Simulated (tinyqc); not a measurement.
From electron temperature T_e back to power supplied per electron P: decay of LO phonons and the hot-phonon bottleneck in the cooling of electrons. Computed by tinyqc, a small Python program. Command: `OMP_NUM_THREADS=1 python tinyqc.py 3018724 3018725 out.jsonl hotphonon inv`. One thread of a shared host (Intel(R) Xeon(R) Processor @ 2.30GHz), about 0.02 s of CPU time with the checks.

n(E, T) = 1/(exp(E/(k_B T)) - 1) is the Bose occupation. Electrons have a temperature T_e; the LO modes within their reach share one occupation N; the decay products stay at the lattice temperature.

Inputs (values chosen for the exercise, modelled on aluminium nitride):

| quantity | value | unit |
|---|---|---|
| LO energy hbar omega | 112 | meV |
| lifetime at T = 0, tau_0 | 1.4 | ps |
| share f of the energy in the softer product | 0.26 | - |
| lattice temperature T | 150 | K |
| electron mass m* | 0.317 | m_0 |
| eps_inf | 4.73 | - |
| static dielectric constant eps_s | 8.32 | - |
| electron density n | 1e+19 | 1/cm^3 |
| density of LO modes that the electrons reach, N_m | 8.6e+19 | 1/cm^3 |

Decay channel: two unequal phonons (Ridley).

Constants: k_B = 8.617333262e-05 eV/K; c = 299792458 m/s; e^2/(4 pi eps_0) = 14.39964548 eV angstrom; hbar^2/(2 m_0) = 3.80998212 eV angstrom^2; hbar = 6.582119569e-16 eV s; e = 1.602176634e-19 C.

Method:
- Decay rate 1/tau = (1/tau_0) [1 + n(f hbar omega) + n((1 - f) hbar omega)].
- Full width Gamma = 1/(2 pi c tau) in 1/cm, c in cm/s.
- Froehlich coupling alpha = (e^2/(4 pi eps_0)) (1/eps_inf - 1/eps_s) k_0/(2 hbar omega), k_0 = sqrt(m* hbar omega/(hbar^2/(2 m_0))); emission time tau_sp = hbar/(2 alpha hbar omega); bottleneck ratio r = (n/N_m) tau/tau_sp.
- Net emission per electron: [(N + 1) x - N]/tau_sp with x = exp(-hbar omega/(k_B T_e)), a simple two-level balance; steady state of the modes: n [(N + 1) x - N]/tau_sp = N_m (N - N_0)/tau; power per electron P = hbar omega [(N + 1) x - N]/tau_sp.
- With p = P tau_sp/(hbar omega): N = N_0 + r p and x = (p + N)/(N + 1); without hot phonons N = N_0. The mode temperature T_LO solves n(hbar omega, T_LO) = N.

Task: A run gave the result below. Find the power supplied per electron P, known to lie between 2.8 and 5.8 nW.

electron temperature T_e = 375.7704 K

Result:

Each step takes the trial c = (a f_b - b f_a)/(f_b - f_a), f being the result less the target and a, b, c the logarithms of the listed values; c replaces end b, the old b replaces a if the sign of f changed, and otherwise f_a is halved.

Scan of the range:

| power supplied per electron P (nW) | electron temperature T_e (K) |
|---|---|
| 2.80 | 345.143 |
| 3.16 | 356.237 |
| 3.57 | 368.146 |
| 4.03 | 380.757 |
| 4.55 | 394.236 |
| 5.14 | 408.717 |
| 5.80 | 424.084 |

False position (Illinois rule, in the logarithm of the input) inside the bracket:

| step | end a | end b | trial | electron temperature T_e (K) |
|---|---|---|---|---|
| 1 | 3.57000 | 4.03000 | 3.84143 | 375.673 |
| 2 | 4.03000 | 3.84143 | 3.84496 | 375.769 |
| 3 | 4.03000 | 3.84496 | 3.84504 | 375.772 |
| 4 | 3.84496 | 3.84504 | 3.84500 | 375.770 |

Electron temperature T_e rises at every point of a 13-point scan of the range (every second point is shown), so one value fits; it is bracketed by 3.57 and 4.03. Answer: power supplied per electron P = 3.845 nW.

Caution: alpha is above 1/2, so hbar/tau_sp exceeds hbar omega and the emission time, a weak-coupling result, is only rough.
